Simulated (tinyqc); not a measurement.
# Diffused layer (complementary error function), carriers, mobility and sheet resistance: effect of the peak chemical concentration

An n-type layer from the surface x = 0 to the junction xj, N(x) = N0 erfc(x/Ld). Local neutrality (no depletion at surface or junction, no spilling of carriers), intrinsic carriers neglected, full ionisation of active dopants.

erfc(xj/Ld) = Nb/N0. Active dopant A = min(N, Ns); n = A - Nb; mobility mu = m1 + (m2 (T/300 K)^(-bt) - m1)/(1 + ((A + Nb)/Nr)^am). Dose = integral of N, carrier sheet density = integral of n, 1/Rs = q integral of n mu, mean mobility 1/(q Rs sheet density), Hall mobility (unit Hall factor) = integral of n mu^2 over integral of n mu, Hall sheet density = (integral of n mu)^2/integral of n mu^2; all from 0 to xj. Integrals on 4000 steps.

Values chosen for this exercise; values close to those of arsenic in silicon over a p-type background: temperature T = 500 K; background doping of the opposite type Nb = 4.9e16 cm^-3; mobility limit at high doping m1 = 53.5 cm^2/(V s); mobility limit at low doping, at 300 K m2 = 1410 cm^2/(V s); reference doping of the mobility law Nr = 9.99e16 cm^-3; exponent of the mobility law am = 0.685; temperature exponent of m2 bt = 2.2; solubility limit of active dopant Ns = 2.04e20 cm^-3; diffusion length 2 sqrt(D t) Ld = 48 nm.

Constants: q = 1.602176634e-19 C. Results are converted to the units shown.

Effect of the peak chemical concentration:
```
N0 (cm^-3)	xj (nm)	dose (cm^-2)	carriers (cm^-2)	Rs (ohm/square)	mean mobility (cm^2/(V s))	Rs xj (ohm nm)	Hall/true sheet density
4.9e17	55.83	1.257e12	9.839e11	3.629e4	174.8	2.026e6	0.9847
1.2e18	69.42	3.189e12	2.848e12	1.577e4	138.9	1.095e6	0.9680
3.1e18	81.91	8.340e12	7.939e12	7278	108.0	5.962e5	0.9530
7.9e18	92.89	2.134e13	2.089e13	3454	86.50	3.209e5	0.9502
2e19	102.8	5.412e13	5.361e13	1601	72.71	1.646e5	0.9598
5e19	111.9	1.354e14	1.348e14	718.4	64.44	8.037e4	0.9739
1.3e20	120.7	3.520e14	3.514e14	298.7	59.46	3.605e4	0.9861
3.2e20	128.5	8.666e14	7.749e14	141.0	57.13	1.812e4	0.9928
8e20	136.0	2.166e15	1.133e15	97.48	56.52	1.326e4	0.9952
```

As N0 goes from 4.9e17 to 8e20, xj rises from 55.8 to 136 nm, Rs falls from 36300 to 97.5 ohm/square, the mean mobility falls from 175 to 56.5 cm^2/(V s) and the share of the dose that conducts goes from 78.2 through a maximum of 99.8 (at N0 = 1.3e20 among the rows listed) to 52.3 %. Rs goes as dose^(-0.90) at the low end and dose^(-0.40) at the high end; constant mobility and activation would give -1. Above N0 = Ns = 2.04e20 cm^-3 added dopant only widens the clipped top. For N0 = 4.9e17, 1.2e18 depletion at the junction, left out, would remove a tenth of the carriers or more.

tinyqc, about 0.01 s, one thread, Intel Xeon 2.30GHz (shared host): `OMP_NUM_THREADS=1 python tinyqc.py 2110156 2110157 out.jsonl`
